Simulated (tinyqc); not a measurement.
# Thermal RC ladder, step response: two studies

A ladder of 3 nodes: R_i joins node i to node i + 1, the last R to the ambient; C_i is the heat capacity of node i; theta is the rise above ambient, zero at t = 0. d theta/dt = -A theta + b with b = (Pw/C_1, 0, ...), times in ms.

Values chosen for this exercise: resistances, junction to ambient R = [0.13, 0.11, 0.62] K/W; heat capacities of the nodes C = [0.7, 1.6, 38] mJ/K; power at node 1 from t = 0 Pw = 2.8 W.

Each table varies one quantity; the others keep the values above.

## Pulse trains: peak against mean temperature

A = C^(-1) K, K_ii = 1/R_(i-1) + 1/R_i (no first term for node 1), K_(i,i+1) = K_(i+1,i) = -1/R_i. The time constants tau_k are the inverse eigenvalues of A; the rise of node 1 per watt is Z(t) = sum_k r_k (1 - exp(-t/tau_k)), with r_k = v_k1^2 tau_k/C_1 and v_k the unit eigenvectors of C^(-1/2) K C^(-1/2). For pulses of length tp = 0.1 ms and period tp/D, the steady peak rise per watt is sum_k r_k (1 - exp(-tp/tau_k))/(1 - exp(-tp/(D tau_k))), and the mean is D sum R.

Pulse trains: peak against mean temperature:
```
D     peak (K/W)  mean (K/W)  peak/mean  peak rise (K)
0.01     0.09771    0.008600      11.36         0.2736
0.02      0.1040     0.01720      6.048         0.2913
0.05      0.1231     0.04300      2.863         0.3447
0.1       0.1563     0.08600      1.818         0.4377
0.2       0.2291      0.1720      1.332         0.6414
0.3       0.3054      0.2580      1.184         0.8552
0.5       0.4618      0.4300      1.074          1.293
0.8       0.7000      0.6880      1.018          1.960
```

What does the comparison show?

The peak rises from 0.0977 to 0.700 K/W, while its ratio to the mean falls from 11.4 to 1.02. In the first row the peak is 5.6 % above that of a single pulse, 0.0925 K/W.

## Time step and accuracy

Both schemes run from t = 0 to 0.22 ms in M equal steps dt: explicit, theta(new) = theta + dt (b - A theta); implicit, (1 + dt A) theta(new) = theta + dt b. Errors of node 1 are against Pw Z; tau_1 is the shortest time constant.

Time step and accuracy:
```
M    dt/tau_1  error, explicit (%)  error, implicit (%)
2       1.985               -15.14               -10.26
3       1.324                8.394               -7.070
4      0.9927                5.532               -5.384
8      0.4964                2.786               -2.745
16     0.2482                1.394               -1.383
32     0.1241               0.6963              -0.6935
64    0.06204               0.3479              -0.3472
128   0.03102               0.1739              -0.1737
```

With 2 steps the errors are -15 % (explicit) and -10 % (implicit), with 128 steps 0.17 and -0.17 %. The last doubling divides them by 2.0 and 2.0: both schemes are of first order, with errors of opposite sign. The explicit scheme is stable only for dt < 2 tau_1, and the first row, at 1.99, sits next to that limit, so its error does not follow the trend.

Program tinyqc, `OMP_NUM_THREADS=1 python tinyqc.py 2520111 2520112 out.jsonl`; Intel Xeon 2.30GHz, shared host, one thread, about 0.01 s.
